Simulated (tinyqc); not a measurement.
Thermal, flicker and telegraph noise of a field-effect transistor: one step, computed by the program tinyqc. Command: `OMP_NUM_THREADS=1 python tinyqc.py 3022055 3022056 out.jsonl noise walk`. One thread of a shared host (Intel(R) Xeon(R) Processor @ 2.30GHz), about 0.01 s of CPU time with the checks.

Strong inversion, threshold roll-off and channel-length modulation left out; noise sources are uncorrelated and are given as one-sided spectral densities.

Question. Flicker noise. C_ox = 3.9 eps_0/t; V_c = 2 v_s L/mu; I = W C_ox v_s V_ov^2/(V_ov + V_c); g_m = W C_ox v_s V_ov (V_ov + 2 V_c)/(V_ov + V_c)^2; g_d0 = mu C_ox (W/L) V_ov. Tunnelling length lambda = hbar/(2 sqrt(2 m_ox phi)); flat-band noise S_Vfb = e^2 k_B T lambda N_t/(W L C_ox^2 f). Hooge: S_I = I^2 alpha_H/(f N), N = W L C_ox V_ov/e (the source-end density).

Inputs (values chosen for the exercise, modelled on a silicon n-channel): width W = 480 micrometre; length L = 2400 nm; electrical oxide thickness t = 2.1 nm; mobility mu = 440 cm^2/(V s); saturation velocity v_s = 1.1 1e7 cm/s; overdrive V_ov = 0.76 V; oxide trap density N_t = 3.5e+17 1/(eV cm^3); oxide barrier phi = 1.8 eV; oxide mass m_ox = 0.33 m_0; Hooge parameter alpha_H = 0.00026; frequency f = 90000 Hz; temperature T = 300 K.

Operating region: saturation. Flicker model: Hooge.

drain current I = 39301.08 microampere

Constants: eps_0 = 8.8541878128e-12 F/m; hbar = 1.054571817e-34 J s; m_0 = 9.1093837015e-31 kg; e = 1.602176634e-19 C; k_B = 8.617333262e-05 eV/K.

Give: tunnelling length lambda; S_Vfb; flicker S_I; flicker S_I/I^2.

Answer.

tunnelling length lambda = 1.266 angstrom

S_Vfb = 1.049e-18 V^2/Hz

flicker S_I = 4.966e-20 A^2/Hz

flicker S_I/I^2 = 3.215e-17 1/Hz
